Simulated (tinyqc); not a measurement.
Worked calculation: hydrogen passivation of interface dangling bonds: competing passivation and dissociation with distributed barriers. Computed by tinyqc, a small Python program that keeps every step. Command: `OMP_NUM_THREADS=1 python tinyqc.py 3023163 3023164 out.jsonl passiv walk`. One thread of a shared host (Intel(R) Xeon(R) Processor @ 2.30GHz), about 0.02 s of CPU time with the checks. Intermediate numbers are printed to about 5 digits and carried at full precision; extremes and crossings named in words are read from the listed rows.

P_b + H2 gives P_bH + H at the rate k_f [H2]; P_bH gives P_b + H at the rate k_d. All defects start unpassivated. E_f and E_d are Gaussian and independent.

Inputs (values chosen for the exercise, close to those used for P_b centres at the silicon-oxide interface): defect density N0 = 3.9e+12 1/cm^2; passivation prefactor k_f0 = 6.4e-07 cm^3/s; mean passivation barrier E_f = 1.51 eV; spread sigma_f = 0.048 eV; dissociation prefactor k_d0 = 4.8e+12 1/s; mean dissociation barrier E_d = 2.67 eV; spread sigma_d = 0.082 eV; H2 in the oxide per atm, solubility factor = 4.8e+17 1/(cm^3 atm); hydrogen pressure p = 1 atm; anneal temperature T = 375 C; anneal time t = 1000 s; oxide thickness = 3.3 nm.

Constants: k_B = 8.617333262e-05 eV/K; e = 1.602176634e-19 C; eps_0 = 8.8541878128e-12 F/m.

## Single barriers

[H2] = solubility factor x p; a = k_f0 [H2] exp(-E_f/(k_B T)), d = k_d0 exp(-E_d/(k_B T)). For one pair of barriers the active share is y = [d + a exp(-(a + d) t)]/(a + d). Temperatures in kelvin are T(C) + 273.15.

passivation rate a = 0.55746 1/s

dissociation rate d = 8.3233e-09 1/s

a t = 557.46

steady active share d/(a + d) = 1.4931e-08

active share, single barriers = 1.4931e-08

Passivation has run its course, and the balance with dissociation sets the remainder. Caution: single-barrier shares below about 1e-3 are formal; measured passivation levels off well above them.

## Distributed barriers

Average y over both Gaussians with 40 x 40 Gauss-Hermite points. Active density N0 y; threshold shift if each active defect holds one charge, e N0 y t_ox/(3.9 eps_0).

active share y = 6.4434e-08

active density = 2.5129e+05 1/cm^2

threshold shift = 3.8476e-05 mV

The spread changes the remainder by a factor 4.32: sigma_f/(k_B T) = 0.86 and sigma_d/(k_B T) = 1.47. Caution: densities below a few 1e9 per cm^2 are formal: other defects set the floor in real interfaces.

## Best anneal temperature for this time and pressure

Minimise the averaged y over T between 150 and 900 C: find where ln y is equal at T - 0.05 and T + 0.05 C; T is rounded to 0.1 C.

best temperature = 369.2 C

least active share = 5.9343e-08

Caution: a least active share below 1e-3 is a property of the model; measured passivation levels off well above it. Caution: atomic hydrogen, which both passivates and depassivates, and further passivation during cooling are left out.

## Isochronal anneals

The formulas are those given above.

Active share after the time t:
```
T (C)     a (1/s)     d (1/s)  single barriers  distributed
200    2.5327e-05  1.7443e-16       9.7499e-01   9.5358e-01
250    8.7257e-04  9.1145e-14       4.1788e-01   4.1821e-01
300    1.6211e-02  1.5981e-11       9.2126e-08   7.7416e-03
350    1.8844e-01  1.2229e-09       6.4897e-09   8.6679e-07
400    1.5215e+00  4.9128e-08       3.2290e-08   1.2350e-07
450    9.2029e+00  1.1843e-06       1.2869e-07   4.1150e-07
500    4.4105e+01  1.8917e-05       4.2890e-07   1.1858e-06
600    5.9126e+02  1.8627e-03       3.1503e-06   6.9923e-06
700    4.6493e+03  7.1411e-02       1.5359e-05   2.9181e-05
800    2.4894e+04  1.3876e+00       5.5738e-05   9.4469e-05
```

The distributed share is least at 400 C among these rows, 1.2e-7, and the search puts the optimum at 369.2 C. On the cold side defects with high E_f survive; on the hot side dissociation, with the larger barrier, gains on passivation with an energy E_d - E_f = 1.16 eV. In that row single barriers give 3.2e-8, so the spread raises the floor. Caution: shares below about 1e-3 in these rows are formal; measured passivation levels off well above them.

Checks made by the program: Gauss-Hermite average against a fine uniform grid (relative difference 2e-07).
